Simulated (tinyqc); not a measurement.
Worked calculation: CCSD on RHF in the sto-3g basis, frozen core, for BeH2, spin multiplicity 1. One step of it, computed by the program tinyqc.

Problem. Iteration 6 (converged): orbitals. Diagonalise F' = X^T F X, C = X C', fill 3 alpha and 3 beta electrons from the bottom; D = 2 C_occ C_occ^T. Each column has its largest component positive (the first on a tie).

converged F (hartree), order 1Be 1s, 1Be 2s, 1Be 2px, 1Be 2py, 1Be 2pz, 2H 1s, 3H 1s:
$$\begin{pmatrix}
-4.516308 & -1.287958 & 0.000000 & 0.000000 & 0.000488 & -0.360048 & -0.360048 \\
-1.287958 & -0.633406 & 0.000000 & 0.000000 & -0.005167 & -0.419330 & -0.419330 \\
0.000000 & 0.000000 & 0.211900 & 0.000000 & 0.000000 & 0.000000 & 0.000000 \\
0.000000 & 0.000000 & 0.000000 & -0.238910 & 0.000000 & -0.335116 & 0.335116 \\
0.000488 & -0.005167 & 0.000000 & 0.000000 & 0.211752 & -0.005876 & -0.005876 \\
-0.360048 & -0.419330 & 0.000000 & -0.335116 & -0.005876 & -0.315756 & -0.050546 \\
-0.360048 & -0.419330 & 0.000000 & 0.335116 & -0.005876 & -0.050546 & -0.315756
\end{pmatrix}$$

X, order 1Be 1s, 1Be 2s, 1Be 2px, 1Be 2py, 1Be 2pz, 2H 1s, 3H 1s:
$$\begin{pmatrix}
1.028358 & -0.153114 & 0.000000 & 0.000000 & -0.000426 & 0.017610 & 0.017610 \\
-0.153114 & 1.264502 & 0.000000 & 0.000000 & 0.005794 & -0.318979 & -0.318979 \\
0.000000 & 0.000000 & 1.000000 & 0.000000 & 0.000000 & 0.000000 & 0.000000 \\
0.000000 & 0.000000 & 0.000000 & 1.394818 & 0.000000 & -0.459391 & 0.459391 \\
-0.000426 & 0.005794 & 0.000000 & 0.000000 & 1.000141 & -0.007795 & -0.007795 \\
0.017610 & -0.318979 & 0.000000 & -0.459391 & -0.007795 & 1.316389 & -0.109797 \\
0.017610 & -0.318979 & 0.000000 & 0.459391 & -0.007795 & -0.109797 & 1.316389
\end{pmatrix}$$

Give: F' = X^T F X; orbital energies; coefficients C; D after iteration 6.

Solution.

F' = X^T F X (hartree):
$$\begin{pmatrix}
-4.4071 & -0.6886 & 0.0000 & 0.0000 & 0.0006 & -0.0593 & -0.0593 \\
-0.6886 & -0.0883 & 0.0000 & 0.0000 & 0.0023 & -0.3375 & -0.3375 \\
0.0000 & 0.0000 & 0.2119 & 0.0000 & 0.0000 & 0.0000 & 0.0000 \\
0.0000 & 0.0000 & 0.0000 & 0.2822 & 0.0000 & -0.4812 & 0.4812 \\
0.0006 & 0.0023 & 0.0000 & 0.0000 & 0.2119 & -0.0075 & -0.0075 \\
-0.0593 & -0.3375 & 0.0000 & -0.4812 & -0.0075 & 0.1085 & -0.1294 \\
-0.0593 & -0.3375 & 0.0000 & 0.4812 & -0.0075 & -0.1294 & 0.1085
\end{pmatrix}$$

orbital energies (hartree): MO1 -4.5198, MO2 -0.4571, MO3 -0.4209, MO4 0.2117, MO5 0.2119, MO6 0.4608, MO7 0.9410

coefficients C, order 1Be 1s, 1Be 2s, 1Be 2px, 1Be 2py, 1Be 2pz, 2H 1s, 3H 1s:
$$\begin{pmatrix}
0.9918 & -0.2242 & 0.0000 & 0.0096 & 0.0000 & -0.2183 & 0.0000 \\
0.0318 & 0.5572 & 0.0000 & -0.0434 & 0.0000 & 1.2299 & 0.0000 \\
0.0000 & 0.0000 & 0.0000 & 0.0000 & 1.0000 & 0.0000 & 0.0000 \\
0.0000 & 0.0000 & 0.5034 & 0.0000 & 0.0000 & 0.0000 & 1.4540 \\
0.0000 & 0.0052 & 0.0000 & 0.9991 & 0.0000 & 0.0477 & 0.0000 \\
-0.0028 & 0.3944 & 0.4051 & 0.0181 & 0.0000 & -0.8211 & -1.0315 \\
-0.0028 & 0.3944 & -0.4051 & 0.0181 & 0.0000 & -0.8211 & 1.0315
\end{pmatrix}$$

D after iteration 6, order 1Be 1s, 1Be 2s, 1Be 2px, 1Be 2py, 1Be 2pz, 2H 1s, 3H 1s:
$$\begin{pmatrix}
2.0677 & -0.1869 & 0.0000 & 0.0000 & -0.0024 & -0.1824 & -0.1824 \\
-0.1869 & 0.6230 & 0.0000 & 0.0000 & 0.0058 & 0.4393 & 0.4393 \\
0.0000 & 0.0000 & 0.0000 & 0.0000 & 0.0000 & 0.0000 & 0.0000 \\
0.0000 & 0.0000 & 0.0000 & 0.5067 & 0.0000 & 0.4078 & -0.4078 \\
-0.0024 & 0.0058 & 0.0000 & 0.0000 & 0.0001 & 0.0041 & 0.0041 \\
-0.1824 & 0.4393 & 0.0000 & 0.4078 & 0.0041 & 0.6392 & -0.0171 \\
-0.1824 & 0.4393 & 0.0000 & -0.4078 & 0.0041 & -0.0171 & 0.6392
\end{pmatrix}$$
